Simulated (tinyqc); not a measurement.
Inside a calculation: hole subbands of a hard-walled well, four-band Luttinger model. Values are carried at full precision from step to step, so a last printed digit may differ when a step is redone from the rounded ones.

Constants: hbar^2/2m0 = 3.80998211 eV angstrom^2.

Parameters, chosen for this exercise (near those of InP; shifted at random, so the results belong to these values and not to a real crystal):

| symbol | value | unit | meaning |
|---|---|---|---|
| b | -1.98 | eV | shear deformation potential |
| C11 | 104.4 | GPa |  |
| C12 | 56.6 | GPa |  |
| e_par | -0.0049 |  | strain in the plane |
| g1 | 5.12 |  | Luttinger gamma1 |
| g2 | 1.61 |  | gamma2 |
| L | 145 | angstrom | well width along [001] |
| g3 | 2.12 |  | gamma3 |
| k | 0.027 | 1/angstrom | wave vector in the plane |
| N | 3 |  | sines for each component |
| kmax | 0.052 | 1/angstrom | end of the path |

## Shear strain energy

e_perp = -2 (C12/C11) e_par and Zs = b (e_par - e_perp); Zs > 0 lifts the heavy-hole edge by Zs and lowers the light-hole edge by Zs.

e_perp = 0.00531
shear strain energy Zs = 0.02022 eV

## Levels at k = 0

R and S vanish: HHn = c (g1 - 2 g2)(n pi/L)^2 - Zs and LHn = c (g1 + 2 g2)(n pi/L)^2 + Zs, c = hbar^2/2m0, hole energies counted downwards. Sort HH1 to HH4 and LH1, LH2.

Levels:

| subband | E (eV) |
|---|---|
| HH1 | -0.0168 |
| HH2 | -0.0066 |
| HH3 | 0.0104 |
| HH4 | 0.0341 |
| LH1 | 0.0351 |
| LH2 | 0.0799 |

The top subband is HH1, 10.2 meV from HH2.

## The matrix at one k

Hole energies are counted downwards from the unstrained band edge, c = hbar^2/2m0. After the usual block transformation one block is H = [[P + Q - Zs, R - i S], [R + i S, P - Q + Zs]] in (heavy, light), with P +/- Q = c [(g1 +/- g2) k^2 + (g1 -/+ 2 g2) kz^2], R = sqrt(3) c gR k^2, S = 2 sqrt(3) c g3 k kz, kz = -i d/dz; axial approximation gR = (g2 + g3)/2. Zs = b (e_par - e_perp) is the shear part of the strain (the hydrostatic part shifts all levels alike and is left out). Basis sqrt(2/L) sin(n pi z/L), n = 1 to N, for each component: kz^2 gives (n pi/L)^2 and the heavy-light block is R delta_nm - 2 sqrt(3) c g3 k D_nm with D_nm = 4 n m/(L (n^2 - m^2)) for n + m odd, 0 otherwise. The other block has the same levels. The split-off band is left out, a severe simplification for a spin-orbit splitting near 0.11 eV.

Fill in the 2N x 2N matrix, in meV.

H(k) (meV):
```
       h1      h2      h3      l1      l2      l3
h1   1.87       0       0    8.97   13.89       0
h2      0   12.06       0  -13.89    8.97   25.01
h3      0       0   29.05       0  -25.01    8.97
l1   8.97  -13.89       0   44.89       0       0
l2  13.89    8.97  -25.01       0   89.63       0
l3      0   25.01    8.97       0       0  164.21
```

## Levels and mixing

Diagonalise; give the four lowest hole energies and the weight of the heavy component (the first half of the basis) in each.

levels (meV): -2.69  2.86  20.70  50.89

heavy weight: 0.922  0.889  0.914  0.116

The most mixed of the four is number 4, with 12 % heavy character. Against 60 sines these levels lie 0.1, 0.5, 5.3 and 16.9 meV too high: the small basis lacks the higher sines, which carry the upper levels.

## Dispersion in the plane

N = 20, nine points from 0 to kmax.

Hole energies (meV):

| k (1/angstrom) | E1 | E2 | E3 | E4 | heavy weight of 1 | heavy weight of 2 |
|---|---|---|---|---|---|---|
| 0.0000 | -16.82 | -6.63 | 10.36 | 34.15 | 1.000 | 1.000 |
| 0.0065 | -15.87 | -6.06 | 10.60 | 33.49 | 0.999 | 0.992 |
| 0.0130 | -13.10 | -4.40 | 11.35 | 33.08 | 0.993 | 0.969 |
| 0.0195 | -8.81 | -1.76 | 12.72 | 33.15 | 0.975 | 0.935 |
| 0.0260 | -3.59 | 1.75 | 14.93 | 33.79 | 0.931 | 0.896 |
| 0.0325 | 1.73 | 5.90 | 18.18 | 35.29 | 0.850 | 0.856 |
| 0.0390 | 6.69 | 10.20 | 22.30 | 37.98 | 0.759 | 0.802 |
| 0.0455 | 11.47 | 14.29 | 26.44 | 41.92 | 0.681 | 0.740 |
| 0.0520 | 16.30 | 18.34 | 30.09 | 46.26 | 0.620 | 0.686 |

At small k the hole energy falls in subband 4: an electron-like mass, caused by repulsion from a deeper subband. E2 - E1 is smallest, 2.0 meV, at k = 0.0520 of the points listed. The top subband goes from 1.00 to 0.62 in heavy weight.

## Mass of HH1 in the plane

Second order in k: 1/m = g1 + g2 - sum_n 12 c g3^2 D_1n^2/(LHn - HH1) over even n up to 60, with D_1n = 4n/(L (n^2 - 1)) in size, LHn - HH1 = c [(g1 + 2 g2) n^2 - (g1 - 2 g2)](pi/L)^2 + 2 Zs, c = hbar^2/2m0.

LHn - HH1 for n = 2, 4, 6 (meV): 96.7  275.7  574.0
terms for n = 2, 4, 6: 0.7186  0.0403  0.0080
sum of all terms = 0.7718
mass without mixing, 1/(g1 + g2) = 0.1486 m0
1/m with mixing = 5.9582 1/m0

Mixing with the light holes takes m from 0.149 to 0.168 m0.

## Checks

- 1/m of HH1 from the full matrix (N = 60) at small k against second order: both 5.958.
- The 2 x 2 block with gR = g2 (k along [100]) for a plane wave (k, 0, pi/L) against the bulk heavy-hole formula, eV: both 0.00522.
- Lowest level at the given k on a real-space grid of 240 points against 60 sines, eV: both -0.0028.

tinyqc: `OMP_NUM_THREADS=1 python tinyqc.py 1281958 1281959 out.jsonl`; about 0.09 s, one thread, shared Intel(R) Xeon(R) Processor @ 2.30GHz.
